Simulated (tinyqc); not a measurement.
Comparisons within one model: donor near an oxide interface in a gate field (two-state model). A value that a table varies takes the place of the one given here.

Interface at z = 0 (hard wall), donor at z = d, field F pulling electrons to the interface: potential e F z; 1 kV/cm = 1e-5 eV/angstrom, c = hbar^2/2m0, q = e^2/(4 pi eps0), Q = (eps - eo)/(eps + eo). Donor state: E_D = e F d - ED - q Q/(4 eps d), the last term joining the images of ion and electron. Interface state: z exp(-b z/2) exp(-rho^2/(2 L^2)) with E_z = c b^2/(4 mz) + 3 e F/b + q Q b/(8 eps), minimised over b; in the plane at z = 3/b the ion (distance D = d - 3/b) and its image (D' = d + 3/b) give E_rho = c/(mt L^2) - (q/eps)(sqrt(pi)/L)[erfcx(D/L) + Q erfcx(D'/L)], erfcx(x) = exp(x^2) erfc(x), minimised over L. E_I = E_z + E_rho.

The two states couple by t = t0 exp(-D/aD) with t0 = q/(eps aD) (2 aD/L) sqrt(aD b/2) v, v a valley factor; this form is an estimate. With detuning u = E_D - E_I the splitting is sqrt(u^2 + 4 t^2) and the lower state has weight (1 - u/sqrt(u^2 + 4 t^2))/2 on the donor.

Constants: hbar^2/2m0 = 3.80998211 eV angstrom^2; e^2/(4 pi eps0) = 14.39964547 eV angstrom.

Values chosen for the exercise (near those of a donor in Si below Si3N4, static dielectric constants; the results hold for these values, not for the real material):
```
symbol  value                                                     unit      meaning
d       140                                                       angstrom  depth of the donor
ED      42.7                                                      meV       bulk binding energy
mz      0.925                                                     m0        mass across the interface
mt      0.193                                                     m0        mass in the plane
eps     11.3                                                                dielectric constant of the semiconductor
eo      7.5                                                                 dielectric constant of the oxide
aD      18.6                                                      angstrom  donor radius
v       0.44                                                                valley factor
Fl      (41.863, 42.229, 42.375, 42.448, 42.521, 42.667, 43.033)  kV/cm     fields
dl      (60, 80, 105, 135, 170, 215, 270)                         angstrom  depths
```

## Sweeping the field

Both levels, the splitting, the donor weight and the mean depth w d + (1 - w) 3/b.

Results:
```
F (kV/cm)  E_D (meV)  E_I (meV)  splitting (meV)  donor weight  mean depth (angstrom)
41.863        15.448     16.038            0.595         0.996                  139.6
42.229        15.961     16.182            0.233         0.973                  137.3
42.375        16.165     16.239            0.105         0.850                  124.6
42.448        16.267     16.267           0.0750         0.499                   88.6
42.521        16.369     16.296            0.105         0.149                   52.6
42.667        16.574     16.352            0.234         0.026                   40.0
43.033        17.086     16.495            0.596         0.004                   37.6
```

E_D rises by 1.40 and E_I by 0.39 meV per kV/cm, so they cross once, near 42.4 kV/cm, where the splitting is 2t = 0.075 meV. The donor weight passes from 0.85 to 0.15 while the detuning goes from -2t to 2t, a window of 0.15 kV/cm or 0.35 % of the field; across the table the charge moves by 102 angstrom.

## Depth of the donor

Critical field, and the coupling, E_rho and L at that field.

Results:
```
d (angstrom)  critical field (kV/cm)  e F d/ED  t (meV)  E_rho (meV)  L (angstrom)
60                             124.2     1.745      3.3       -18.96            56
80                              84.7     1.586      1.0       -14.68            69
105                             60.1     1.478     0.26       -11.48            84
135                             44.3     1.401    0.049        -9.12           101
170                             33.8     1.345   0.0074        -7.37           119
215                             25.8     1.297  0.00066        -5.93           141
270                             19.9     1.258  3.5e-05        -4.79           166
```

The critical field falls from 124 to 20 kV/cm, with exponent -1.22 in d, while t drops by a factor 9.4e+04, about e for each 19 angstrom at the end (aD = 18.6). One lattice plane (1.36 angstrom) of misplacement changes t by 7 % and the critical field by about 1.6 % at 105 angstrom.

## What each parameter does

Critical field (E_D = E_I), and t and L there. Each row changes one parameter from the base and keeps the others.

Results:
```
case                critical field (kV/cm)  t (meV)  L (angstrom)
base                                  42.4   0.0375         103.7
d = 130 angstrom                      46.4   0.0647          98.3
ED = 48.7 meV                         48.3   0.0348         104.6
aD = 20.5 angstrom                    42.4   0.0657         103.7
mz = 0.786 m0                         43.5   0.0402         102.9
mt = 0.222 m0                         42.2   0.0397          98.2
eo = 11.2                             40.8   0.0338         107.7
eps = 12                              43.1   0.0346         105.8
```

The largest shifts from the base row, up to three for each result and ties (the steps differ in size, so this ranks the rows, not the parameters). critical field (kV/cm): ED +5.9, d +3.9, eo -1.6; unchanged at the printed digits by aD. t (meV): aD +0.0282, d +0.0272, eo -0.00368. L (angstrom): mt -5.5, d -5.4, eo +4.0; unchanged at the printed digits by aD.

Computed by tinyqc, a small Python program: `OMP_NUM_THREADS=1 python tinyqc.py 1280306 1280307 out.jsonl` (the numbers bound the seed that draws the inputs); one thread of a shared host (Intel(R) Xeon(R) Processor @ 2.30GHz), about 0.09 s for the whole set of steps.
